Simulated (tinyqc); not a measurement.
## Disorder from G

Question. A flat band at zero energy with self-consistent Born disorder has G = 1/(z - D G), z = E + i eta. Find D and the half-width 2 sqrt(D) of the broadened level.

Values chosen for this exercise: bare broadening eta = 0.36 eV; energy from the band centre E = -1.275 eV.

G = -0.42701621-0.61450733i 1/eV

Answer. D = (z - 1/G)/G, which comes out real.

D = 1.20 eV^2
half-width = 2.19 eV

Numbers from tinyqc (`OMP_NUM_THREADS=1 python tinyqc.py 2720106 2720107 out.jsonl`; about 0.01 s on one thread of a shared Intel Xeon 2.30GHz).
